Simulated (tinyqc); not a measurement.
Inside a calculation: trap in a gate oxide as a short-range spherical well. Values are carried at full precision from step to step, so a last printed digit may differ when a step is redone from the rounded ones.

A spherical well of radius R and depth V0 below the conduction edge, one mass m, c = hbar^2/2m0. The s level at binding Et solves k cot(k R) = -kappa with k = sqrt(m (V0 - Et)/c), kappa = sqrt(m Et/c); it exists for V0 > Vc = c (pi/2R)^2/m. Outside, psi falls as exp(-kappa r)/r.

Constants: hbar^2/2m0 = 3.80998211 eV angstrom^2; fine-structure constant alpha = 0.007297352564; hc = 1239.841984 eV nm; kB = 8.617333262e-05 eV/K.

Parameters, chosen for this exercise (near those of Al2O3 on GaAs; shifted at random, so the results belong to these values and not to a real crystal): R = 3.5 angstrom (radius of the well); V0 = 5.53 eV (depth of the well); m = 0.317 m0 (mass); n_r = 1.68 (refractive index); dEc = 1.83 eV (conduction offset to the channel); Fox = 4.4 MV/cm (oxide field, lowering levels away from the channel); t0 = 7.4 x 1e-11 s (time constant at the interface); T = 300 K (temperature); EF = 0.05 eV (Fermi level above the channel edge); x = 9 angstrom (depth of the trap).

## The bound level

Solve for Et; the share outside is [sin^2(kR)/(2 kappa)]/[sin^2(kR)/(2 kappa) + R/2 - sin(2kR)/(4k)].

Et = 1.2987 eV
k = 0.5933 1/angstrom
kappa = 0.3287 1/angstrom
share outside = 0.356
Vc = 2.421 eV

The well is 2.28 times the critical depth. Since dEt/dV0 equals the share inside, 0.64, a 1 % change of V0 moves Et by 2.7 %. The decay length is 3.0 angstrom, 0.9 times R.

## Peak of the photo-ionisation cross-section

Lucovsky model (delta well, plane-wave final states, no local-field factor): sigma = (32 pi alpha c/(3 n_r m Et)) (x - 1)^(3/2)/x^3, x = h nu/Et, c = hbar^2/2m0; 1 angstrom^2 = 1e-16 cm^2.

The maximum lies at x = 2. Give the photon energy, its wavelength and sigma there.

h nu = 2.597 eV
wavelength = 477 nm
sigma = 16.8 x 1e-18 cm^2

With 36 % of the state outside the well the delta-well form is only a rough model of this centre.

## Level, tunnelling time and occupation

Energies from the conduction edge of the channel. The trap level at depth x is E_T = dEc - Et - e Fox x (1 MV/cm = 0.01 eV/angstrom). An electron at the channel edge tunnels with the WKB exponent S = (4/3) sqrt(m/c) [dEc^(3/2) - (dEc - e Fox x)^(3/2)]/(e Fox), c = hbar^2/2m0; tau = t0 exp(S); the occupation is f = 1/(1 + exp((E_T - EF)/kB T)), tau_c = tau/f and tau_e = tau/(1 - f). Lattice relaxation is left out; a level below the channel edge needs phonons as well, so tau is then a lower bound, while a level above it can also empty elastically at its own energy, through a thinner barrier, faster than this tau.

Give E_T, S, tau and ln(tau_c/tau_e) = (E_T - EF)/kB T.

E_T = 0.135 eV
S = 6.629
tau = 5.60e-08 s
ln(tau_c/tau_e) = 3.3

The level lies 3 kB T above EF, so the trap is mostly empty. A flat barrier would give S = 2 sqrt(m dEc/c) x = 7.02.

## Checks

- Et from the radial equation on a grid against the matching condition, eV: both 1.30.

Program tinyqc; command `OMP_NUM_THREADS=1 python tinyqc.py 1251217 1251218 out.jsonl`; about 0.01 s on one thread of a shared Intel(R) Xeon(R) Processor @ 2.30GHz.
